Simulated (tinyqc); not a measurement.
Level and width from two currents at zero temperature.

Inverse problem. In a resonant-tunnelling diode at zero temperature a sharp resonance at Er = E0 - alpha V between the emitter band edge and Ef carries J = K (pi/2) G Tp (Ef - Er), K = q^3 mw m0/(2 pi^2 hbar^3) (times 1e-4 for A/cm^2 per eV^2), with G its full width and Tp its peak transmission, G Tp taken as constant, and no back flow. Find G Tp and E0.

Inputs (values chosen for the exercise); masses and offsets of a made-up heterostructure:
- mw = 0.21 m0 (mass in the well, spacer and contacts)
- Ef = 0.068 eV (Fermi energy of both contacts above their band edges)
- alpha = 0.5 (share of the bias at the well)

Constants: q = 1.602176634e-19 C, hbar = 1.054571817e-34 J s, m0 = 9.1093837015e-31 kg. Results are converted to the units shown.

J at V = 0.34 and 0.41 V (kA/cm^2): [2345.1052, 5913.7435]

Solution. J is linear in V: the slope gives G Tp, and the onset V0, where the line meets zero, gives E0 = Ef + alpha V0.

G Tp = 19.1 meV
E0 = 0.215 eV

Program tinyqc, `OMP_NUM_THREADS=1 python tinyqc.py 2600145 2600146 out.jsonl`; Intel Xeon 2.30GHz, shared host, one thread, about 0.1 s.
